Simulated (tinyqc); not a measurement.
Inside a calculation. Method: plane-wave Kohn-Sham cycle with exchange-only LDA in a layered model solid. Computed by tinyqc, a small Python program that keeps every step. Settings: points = 16, plane-wave index or count = 2, electrons = 2, k points = 4, area = 39.0, mixing = 0.8, iteration cap = 74. Command: `OMP_NUM_THREADS=1 python tinyqc.py 22470 22471 out.jsonl` (the two numbers bound the seeds that draw the settings). One thread of a shared host (Intel(R) Xeon(R) Processor @ 2.60GHz), about 0.01 s of CPU time with the checks. Later iterations appear only in the table of the cycle.

## Iteration 1: potential

A solid whose potential varies along x alone (atomic units):
```
parameter                      value
period a                    4.600000
cross-section of the cell  39.000000
electrons per cell                 2
grid points                       16
plane waves -n..n, n               2
k points                           4
V1 in V1 cos(2 pi x/a)     -0.240000
V2 in V2 cos(4 pi x/a)      0.190000
```

density at the start, on the grid x_j = j a/N (e/bohr^3): 0.011148  0.011148  0.011148  0.011148  0.011148  0.011148  0.011148  0.011148  0.011148  0.011148  0.011148  0.011148  0.011148  0.011148  0.011148  0.011148

V_H(G) = 4 pi rho(G)/G^2 for G != 0 (uniform background); v_x = -(3 rho/pi)^(1/3); V = V_ext + V_H + v_x; Fourier components f(G_m) = (1/N) sum_j f(x_j) exp(-i G_m x_j).

Potentials on the grid (hartree):
```
x         V_ext     V_H      v_x        V
0.0000  -0.0500  0.0000  -0.2200  -0.2700
0.2875  -0.0874  0.0000  -0.2200  -0.3074
0.5750  -0.1697  0.0000  -0.2200  -0.3897
0.8625  -0.2262  0.0000  -0.2200  -0.4462
1.1500  -0.1900  0.0000  -0.2200  -0.4100
1.4375  -0.0425  0.0000  -0.2200  -0.2625
1.7250   0.1697  0.0000  -0.2200  -0.0503
2.0125   0.3561  0.0000  -0.2200   0.1361
2.3000   0.4300  0.0000  -0.2200   0.2100
2.5875   0.3561  0.0000  -0.2200   0.1361
2.8750   0.1697  0.0000  -0.2200  -0.0503
3.1625  -0.0425  0.0000  -0.2200  -0.2625
3.4500  -0.1900  0.0000  -0.2200  -0.4100
3.7375  -0.2262  0.0000  -0.2200  -0.4462
4.0250  -0.1697  0.0000  -0.2200  -0.3897
4.3125  -0.0874  0.0000  -0.2200  -0.3074
```

V(G_m), m = 0, 1, 2, ... (hartree): -0.2200  -0.1200  0.0950  0.0000  0.0000

## Iteration 1: Hamiltonian at one k

k = 0.1250 2 pi / a

H(m,m') = (k + G_m)^2/2 delta + V(G_m - G_m'), with V(-G) = V(G).

H (hartree), lower triangle:
```
         -2       -1       +0       +1      +2
-2   3.0596
-1  -0.1200   0.4942
+0   0.0950  -0.1200  -0.2054
+1   0.0000   0.0950  -0.1200   0.9607
+2   0.0000   0.0000   0.0950  -0.1200  3.9924
```

## Iteration 1: levels at that k

Diagonalise the Hermitian matrix.

eigenvalues (hartree): -0.2378  0.4814  0.9900  3.0683  3.9996

## Iteration 1: new density

Motion across x is left out: the lowest 1 band(s) hold two electrons at each of the k points (j + 1/2)/nk - 1/2. Residual R = rho(out) - rho(in); rho(new) = rho(in) + 0.8 R. rho(out) = 2/(a A nk) sum |psi|^2 with psi = sum c exp(i G x). Harris energy E = band energy - dV sum rho (V_H/2 + v_x) + (3/4) dV sum rho v_x with rho(in), dV = a A/N, band energy = (2/nk) sum of the filled levels.

rho(out) (e/bohr^3): 0.017152  0.016868  0.015922  0.014167  0.011667  0.008852  0.006358  0.004707  0.004140  0.004707  0.006358  0.008852  0.011667  0.014167  0.015922  0.016868

density after iteration 1 (e/bohr^3): 0.015952  0.015724  0.014967  0.013563  0.011563  0.009311  0.007316  0.005995  0.005542  0.005995  0.007316  0.009311  0.011563  0.013563  0.014967  0.015724

energy per cell = -0.272735 hartree

## Iteration 2: potential

As before.

Potentials on the grid (hartree):
```
x         V_ext      V_H      v_x        V
0.0000  -0.0500   0.0350  -0.2479  -0.2629
0.2875  -0.0874   0.0325  -0.2467  -0.3016
0.5750  -0.1697   0.0253  -0.2427  -0.3871
0.8625  -0.2262   0.0142  -0.2348  -0.4468
1.1500  -0.1900   0.0007  -0.2227  -0.4120
1.4375  -0.0425  -0.0133  -0.2072  -0.2629
1.7250   0.1697  -0.0253  -0.1912  -0.0468
2.0125   0.3561  -0.0335  -0.1789   0.1437
2.3000   0.4300  -0.0364  -0.1743   0.2194
2.5875   0.3561  -0.0335  -0.1789   0.1437
2.8750   0.1697  -0.0253  -0.1912  -0.0468
3.1625  -0.0425  -0.0133  -0.2072  -0.2629
3.4500  -0.1900   0.0007  -0.2227  -0.4120
3.7375  -0.2262   0.0142  -0.2348  -0.4468
4.0250  -0.1697   0.0253  -0.2427  -0.3871
4.3125  -0.0874   0.0325  -0.2467  -0.3016
```

V(G_m), m = 0, 1, 2, ... (hartree): -0.2169  -0.1204  0.0976  -0.0001  0.0000

## Iteration 2: Hamiltonian at one k

k = 0.1250 2 pi / a

As before.

H (hartree), lower triangle:
```
         -2       -1       +0       +1      +2
-2   3.0627
-1  -0.1204   0.4973
+0   0.0976  -0.1204  -0.2023
+1  -0.0001   0.0976  -0.1204   0.9637
+2   0.0000  -0.0001   0.0976  -0.1204  3.9955
```

## Iteration 2: levels at that k

As before.

eigenvalues (hartree): -0.2350  0.4834  0.9941  3.0716  4.0028

## Iteration 2: new density

As before.

rho(out) (e/bohr^3): 0.017111  0.016838  0.015918  0.014188  0.011698  0.008873  0.006360  0.004695  0.004122  0.004695  0.006360  0.008873  0.011698  0.014188  0.015918  0.016838

density after iteration 2 (e/bohr^3): 0.016879  0.016615  0.015728  0.014063  0.011671  0.008960  0.006551  0.004955  0.004406  0.004955  0.006551  0.008960  0.011671  0.014063  0.015728  0.016615

energy per cell = -0.272978 hartree

## Convergence

Stop when sqrt(dV sum R^2) is below 1e-8, dV = a A/N.

Course of the cycle:
```
iteration  E (hartree)  norm of the residual
1            -0.272735              6.30e-02
2            -0.272978              1.26e-02
3            -0.273070              2.63e-03
4            -0.273076              5.64e-04
5            -0.273076              1.22e-04
6            -0.273076              2.63e-05
7            -0.273076              5.70e-06
8            -0.273076              1.24e-06
9            -0.273076              2.69e-07
10           -0.273076              5.86e-08
11           -0.273076              1.28e-08
12           -0.273076              2.80e-09
```

Converged in 12 iterations. Before convergence this energy mixes input and output and is not variational, so it may rise towards its limit.
